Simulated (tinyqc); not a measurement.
# Hot electrons in a saturated n-channel MOSFET, lucky-electron model: what changes with what

Beyond pinch-off the lateral field grows as Esat cosh(y/l) over the velocity-saturated region (pseudo-two-dimensional model). Impact ionisation in this region gives the substrate current, which biases the body forward through Rsub. Currents are per width. Local-field laws: they overstate ionisation when the field peak is narrower than an energy relaxation length.

Parameters, values chosen for the exercise; values close to those of silicon n-channel devices:
```
symbol  value        unit                                   meaning
L         1.2          um                            channel length
tox        26          nm                           oxide thickness
xj        320          nm                            junction depth
VT       0.77           V                                 threshold
mu        280  cm^2/(V s)                        effective mobility
vs      7.9e6        cm/s                       saturation velocity
Ai        2e6        1/cm                      ionisation prefactor
Bi       1.63       MV/cm                          ionisation field
Rd        700      ohm um     resistance of the lightly doped drain
Rsub    29000      ohm um                      substrate resistance
kb       0.45              fall of VT per volt of forward body bias
m         3.1                                     lifetime exponent
Hl      10000     s uA/um                         lifetime constant
Vd        4.5           V                             drain voltage
Vg        2.5           V                              gate voltage
```

Constants: eps0 = 8.8541878128e-14 F/cm where lengths are in cm. Results are converted to the units shown.

Each table varies one quantity; the others keep the values above.

## Effect of the channel length

Cox = 3.9 eps0/tox, l = sqrt(3 tox xj), Esat = 2 vs/mu. Overdrive g = Vg - VT + kb Vb; Vdsat = g Esat L/(g + Esat L); Id = Cox vs (g - Vdsat); dV = Vd - Id Rd - Vdsat; Em = sqrt((dV/l)^2 + Esat^2); Isub = Id (Ai/Bi) l Em exp(-Bi/Em). Vb = Rsub Isub is solved self-consistently. Lifetime tau = (Hl/Id)(Isub/Id)^(-m); 1 year = 3.15576e7 s.

Effect of the channel length:

| L (um) | Id (uA/um) | Em (MV/cm) | Isub (uA/um) | Isub/Id | tau (years) |
|---|---|---|---|---|---|
| 0.6 | 61.49 | 0.2170 | 0.1417 | 0.002304 | 773.0 |
| 0.85 | 48.17 | 0.2099 | 0.08316 | 0.001726 | 2415 |
| 1.2 | 36.96 | 0.2039 | 0.04933 | 0.001335 | 6992 |
| 1.7 | 27.74 | 0.1990 | 0.02964 | 0.001068 | 1.857e4 |
| 2.4 | 20.57 | 0.1951 | 0.01834 | 8.919e-4 | 4.383e4 |
| 3.4 | 15.02 | 0.1922 | 0.01160 | 7.723e-4 | 9.382e4 |
| 4.8 | 10.90 | 0.1900 | 0.007544 | 6.922e-4 | 1.815e5 |

Read the table: what changes, and by how much?

As L goes from 0.6 to 4.8 um, Em falls from 0.217 to 0.190 MV/cm, Isub falls from 0.142 to 0.00754 uA/um and tau rises from 773 to 1.82e5 years. From the first row to the last, log10(tau) changes by 2.4: 1.6 from (Isub/Id)^(-m), which holds Em and l, and 0.75 from 1/Id. For L = 0.85 to 4.8 um tau is a far extrapolation that only says that hot carriers are no limit.

## Effect of the resistance of the lightly doped drain

Same model as above.

Result of one run:

| Rd (ohm um) | Id (uA/um) | Em (MV/cm) | Isub (uA/um) | Isub/Id | tau (years) |
|---|---|---|---|---|---|
| 1200 | 36.961 | 0.20279 | 0.046932 | 0.0012698 | 8158.5 |

What becomes of these results when the resistance of the lightly doped drain Rd is changed from 1200 to 800 ohm um, all else the same?

Result of the changed run:

| Rd (ohm um) | Id (uA/um) | Em (MV/cm) | Isub (uA/um) | Isub/Id | tau (years) |
|---|---|---|---|---|---|
| 800 | 36.962 | 0.20369 | 0.048841 | 0.0013214 | 7210.1 |

The whole series:

| Rd (ohm um) | Id (uA/um) | Em (MV/cm) | Isub (uA/um) | Isub/Id | tau (years) |
|---|---|---|---|---|---|
| 0 | 36.964 | 0.20549 | 0.052847 | 0.0014297 | 5647.7 |
| 150 | 36.964 | 0.20515 | 0.052076 | 0.0014089 | 5910.6 |
| 300 | 36.963 | 0.20481 | 0.051315 | 0.0013883 | 6186.6 |
| 500 | 36.963 | 0.20436 | 0.050314 | 0.0013612 | 6576.1 |
| 800 | 36.962 | 0.20369 | 0.048841 | 0.0013214 | 7210.1 |
| 1200 | 36.961 | 0.20279 | 0.046932 | 0.0012698 | 8158.5 |
| 1600 | 36.960 | 0.20189 | 0.045083 | 0.0012198 | 9240.7 |

As Rd goes from 0 to 1600 ohm um, Em falls from 0.205 to 0.202 MV/cm, Isub falls from 0.0528 to 0.0451 uA/um and tau rises from 5650 to 9240 years. From the first row to the last, log10(tau) changes by 0.21: 0.21 from (Isub/Id)^(-m), which holds Em and l, and under 0.005 from 1/Id. The price is 0.0591 V dropped over Rd in the last row. In every row tau is a far extrapolation that only says that hot carriers are no limit.

## Effect of the gate voltage

Same model as above.

Effect of the gate voltage:

| Vg (V) | Id (uA/um) | Em (MV/cm) | Isub (uA/um) | Isub/Id | tau (years) |
|---|---|---|---|---|---|
| 0.92 | 0.3414 | 0.2812 | 0.005660 | 0.01658 | 307.0 |
| 1.37 | 5.133 | 0.2560 | 0.04372 | 0.008517 | 160.9 |
| 1.81 | 14.55 | 0.2340 | 0.06226 | 0.004279 | 479.6 |
| 2.26 | 28.22 | 0.2138 | 0.05722 | 0.002027 | 2505 |
| 2.71 | 45.35 | 0.1957 | 0.04147 | 9.143e-4 | 1.840e4 |
| 3.16 | 65.43 | 0.1792 | 0.02552 | 3.900e-4 | 1.790e5 |
| 3.6 | 87.53 | 0.1646 | 0.01397 | 1.596e-4 | 2.136e6 |
| 4.05 | 112.3 | 0.1509 | 0.006708 | 5.973e-5 | 3.502e7 |
| 4.5 | 139.0 | 0.1385 | 0.002878 | 2.070e-5 | 7.555e8 |

What does the table show?

As Vg goes from 0.92 to 4.5 V, Em falls from 0.281 to 0.138 MV/cm, Isub goes from 0.00566 through a maximum of 0.0623 (at Vg = 1.81 V among the rows listed) to 0.00288 uA/um and tau goes from 307 through a minimum of 161 (at Vg = 1.37 V among the rows listed) to 7.56e8 years. Id grows with Vg while the rising Vdsat lowers the field, hence the bell shape; the peak row has Vg/Vd = 0.40. For Vg = 2.26 to 4.5 V tau is a far extrapolation that only says that hot carriers are no limit.

Numbers from tinyqc (`OMP_NUM_THREADS=1 python tinyqc.py 2550093 2550094 out.jsonl`; about 0.01 s on one thread of a shared Intel Xeon 2.30GHz).
